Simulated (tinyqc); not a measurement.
Voltage acceleration of oxide breakdown, four models on the same data: one step of the calculation.

Field E = V/tox in MV/cm. Models: ln(t63/1 s) = a - c X with X = E (E model), -1/E (1/E model), ln V (power law, c the exponent n) or sqrt(E).

Problem. Projection to use conditions. Project to Vu, multiply by exp[(Ea q/kB)(1/Tu - 1/Ts)] and by ks; ten years are 3.15576e8 s. The largest voltage for ten years solves the same relation for V.

Values chosen for this exercise:
```
symbol   value  unit                         meaning
tox        6.8    nm                 oxide thickness
Vu         3.9     V                     use voltage
Ts         398     K              stress temperature
Tu         378     K                 use temperature
Ea        0.64    eV               activation energy
ks      2.3e-6        factor for area and percentile
```

Constants: q = 1.602176634e-19 C, kB = 1.380649e-23 J/K. Results are converted to the units shown.

```
model           c           a
E       3.3697469   46.785018
1/E     431.00925  -30.053469
power   38.337668   86.575201
sqrt E  22.766279   85.083836
```

Find: temperature factor; lifetime; largest voltage for ten years.

Solution.

temperature factor = 2.684

```
model   lifetime (years)  largest voltage for ten years (V)
E                 0.1646                              3.071
1/E              7.529e6                              4.756
power              170.0                              4.199
sqrt E             3.667                              3.758
```

The lifetimes span 7.66 decades, from the E model (most cautious) to the 1/E model; the allowed voltage spans 3.07 to 4.76 V. 2 of the four models pass ten years at Vu. Lifetimes beyond a thousand years are formal extrapolations.

Range of the model: All four laws are empirical fits; none is established far below the stress range.

Program tinyqc, `OMP_NUM_THREADS=1 python tinyqc.py 2070032 2070033 out.jsonl`; Intel Xeon 2.30GHz, shared host, one thread, about 0.01 s.
